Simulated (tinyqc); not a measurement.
Phonon-assisted absorption at an indirect gap: one step. What a slab does with it. Two cases, with inputs chosen for the exercise.

Question. d in cm is 1e-4 times the value in micrometres.

Slab of thickness d in air, incoherent passes: R = ((nr - 1)/(nr + 1))^2, x = exp(-alpha d); transmitted Tr = (1 - R)^2 x/(1 - R^2 x^2), reflected Rt = R + (1 - R)^2 R x^2/(1 - R^2 x^2), absorbed Ab = (1 - R)(1 - x)/(1 - R x).

Case 1.

Values chosen (out of a larger set: loosely those of Si at room temperature; Eg is not tied to T; not measured data): nr = 3.53 (refractive index); d = 39 micrometre (thickness).

alpha = 177.040 1/cm

Case 2.

Values chosen (out of a larger set: loosely those of Si at room temperature; Eg is not tied to T; not measured data): nr = 3.63 (refractive index); d = 1.5 micrometre (thickness).

alpha = 47.7606 1/cm

Give: R; x; Tr; Rt; Ab.

Answer.

Case 1.

R = 0.3119
x = 0.5013
Tr = 0.2433
Rt = 0.3500
Ab = 0.4067

A single pass would absorb (1 - R)(1 - x) = 0.3431; the back face adds 0.0636.

Case 2.

R = 0.3227
x = 0.9929
Tr = 0.5076
Rt = 0.4853
Ab = 0.0071

A single pass would absorb (1 - R)(1 - x) = 0.0048; the back face adds 0.0023.

Computed by tinyqc, one run a case: `OMP_NUM_THREADS=1 python tinyqc.py N N+1 out.jsonl` with N = 1650899, 1650936; one thread of a shared Intel(R) Xeon(R) Processor @ 2.30GHz, about 0.01 s a run at most.
